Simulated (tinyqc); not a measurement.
Inside a calculation. Model: rigid-ion and shell models of the dielectric response of an ionic crystal. Computed by tinyqc, a small Python program that keeps every step. Command: `OMP_NUM_THREADS=1 python tinyqc.py 3000689 3000690 out.jsonl shell walk`. One thread of a shared host (Intel(R) Xeon(R) Processor @ 2.30GHz), about 0.01 s of CPU time with the checks. Intermediate numbers are printed to about 7 digits and carried at full precision; extremes and crossings named in words are read from the listed rows.

Charges +Z and -Z; 4 nearest neighbours, Madelung constant M = 1.638055, volume per ion pair Omega = 3.079201 d^3. Energy per pair U = -M Z^2 e2/d + 4 A exp(-d/rho), e2 = e^2/(4 pi eps_0). In the shell model the anion is a core of charge Y - Z and a massless shell of charge -Y, joined by the spring k; the repulsion acts on the shell. Each ion feels the Lorentz field E + (4 pi/3) P (Gaussian units).

Inputs (values chosen for the exercise, for a model crystal):

| quantity | value | unit |
|---|---|---|
| nearest-neighbour distance d | 2.06 | angstrom |
| ionic charge Z | 1 | e |
| hardness d/rho | 11 | - |
| cation mass | 126 | u |
| anion mass | 16 | u |
| shell charge size Y | 3.38 | e |
| core-shell spring k | 313 | eV/angstrom^2 |
| cation polarisability alpha_+ | 0.1 | angstrom^3 |
| film thickness t | 1.9 | nm |

Structure: zinc blende.

Constants: e^2/(4 pi eps_0) = 14.39964548 eV angstrom; 1 eV/angstrom^3 = 160.2176634 GPa; nu for 1 eV/(angstrom^2 u) = 15.6333042 THz; 1 THz = 33.35640952 1/cm; eps_0 = 8.8541878128e-12 F/m; h x 1 THz = 4.135667696 meV.

## Equilibrium, bulk modulus and repulsive spring

Zero pressure fixes 4 A exp(-d/rho) = M Z^2 e2 rho/d^2. Then U = -(M Z^2 e2/d)(1 - rho/d), B = M Z^2 e2 (d/rho - 2)/(9 Omega d), and the spring of one sublattice against the other is R = (1/3) x (Laplacian of the repulsion summed over neighbours) = M Z^2 e2 (d/rho - 2)/(3 d^3), so R = 3 B Omega/d^2.

volume Omega = 26.91781 angstrom^3

lattice energy U = -10.40927 eV/pair

bulk modulus B = 68.15280 GPa

repulsive spring R = 8.094684 eV/angstrom^2

## Rigid ions

With C = 4 pi Z^2 e2/(3 Omega): mu lambda_TO = R - C, mu lambda_LO = R + 2 C; eps_inf = 1 and eps_s = lambda_LO/lambda_TO. lambda in eV/(angstrom^2 u) gives the wavenumber 15.6333042 x 33.35640952 x sqrt(lambda); mu is the reduced mass.

Coulomb spring C = 2.240787 eV/angstrom^2

omega_TO, rigid ions = 334.8509 1/cm

omega_LO, rigid ions = 490.8002 1/cm

eps_s, rigid ions = 2.148357

## Shell model: electronic response

Eliminating the shell gives the anion polarisability alpha_- = Y^2 e2/(k + R), the Szigeti charge Z_S = Z - Y R/(k + R) and the softened spring R' = k R/(k + R). With b = 4 pi (alpha_+ + alpha_-)/(3 Omega): eps_inf = (1 + 2b)/(1 - b) (Clausius-Mossotti); Born charge Z* = Z_S (eps_inf + 2)/3.

anion polarisability alpha_- = 0.5123327 angstrom^3

Szigeti charge Z_S = 0.9147914 e

softened spring R' = 7.890619 eV/angstrom^2

b = 0.09528758

eps_inf = 1.315971

Born charge Z* = 1.011141 e

Overlap pushes the shell back and lowers the effective charge to 91 % of Z; the local field then raises the Born charge to 101 % of Z.

## Shell model: lattice response

mu lambda_TO = R' - (4 pi e2/(3 Omega)) Z_S^2/(1 - b); mu lambda_LO = mu lambda_TO + 4 pi e2 Z*^2/(eps_inf Omega); eps_s = eps_inf lambda_LO/lambda_TO.

mu lambda_TO = 5.817930 eV/angstrom^2

omega_TO = 333.8207 1/cm

omega_LO = 459.8612 1/cm

eps_s = 2.497315

share of R' left after the dipole term = 0.7373223

The dipole field cancels 26 % of the short-range spring.

## As a gate dielectric

Capacitance per area eps_0 eps_s/t; equivalent oxide thickness EOT = t x 3.9/eps_s; the surface optical mode against silicon (eps = 11.7) lies at omega_TO sqrt[(eps_s + 11.7)/(eps_inf + 11.7)], and its squared coupling to channel electrons scales as g = hbar omega_SO [1/(11.7 + eps_inf) - 1/(11.7 + eps_s)], with hbar omega = h c x wavenumber.

capacitance per area = 11.63773 fF/micrometre^2

equivalent oxide thickness = 2.967187 nm

surface optical mode = 348.6407 1/cm

remote-phonon coupling g = 0.2763364 meV

## From rigid to soft shells

The formulas are those given above.

Response against the core-shell spring:

| k (eV/angstrom^2) | eps_inf | Z_S | Z* | omega_TO (1/cm) | omega_LO (1/cm) | eps_s |
|---|---|---|---|---|---|---|
| 250 | 1.388867 | 0.8939923 | 1.009874 | 333.8164 | 453.8520 | 2.567283 |
| 310 | 1.318729 | 0.9139878 | 1.011093 | 333.8205 | 459.6232 | 2.499962 |
| 410 | 1.249534 | 0.9345602 | 1.012295 | 333.8245 | 465.8696 | 2.433550 |
| 560 | 1.193608 | 0.9518390 | 1.013267 | 333.8278 | 471.3774 | 2.379876 |
| 810 | 1.147469 | 0.9665564 | 1.014069 | 333.8305 | 476.2712 | 2.335596 |
| 1300 | 1.109232 | 0.9790841 | 1.014733 | 333.8327 | 480.5933 | 2.298901 |
| 2500 | 1.079349 | 0.9890913 | 1.015253 | 333.8345 | 484.1550 | 2.270223 |
| 9400 | 1.055869 | 0.9970919 | 1.015661 | 333.8358 | 487.0754 | 2.247690 |

From the stiffest to the softest shell eps_inf rises from 1.06 to 1.39 and Z_S falls from 1.00 to 0.89; omega_LO moves by -7 % and omega_TO by 0.0 %. Screening by eps_inf cuts the LO frequency, which rigid ions overstate (rigid ions: 491 per cm); eps_s goes from 2.25 to 2.57.

Checks made by the program: TO spring by direct elimination of the shell from the 2 x 2 energy matrix (relative difference below 1e-10); Szigeti's relation mu lambda_TO (eps_s + 2)/(eps_inf + 2) = R' (relative difference below 1e-10).
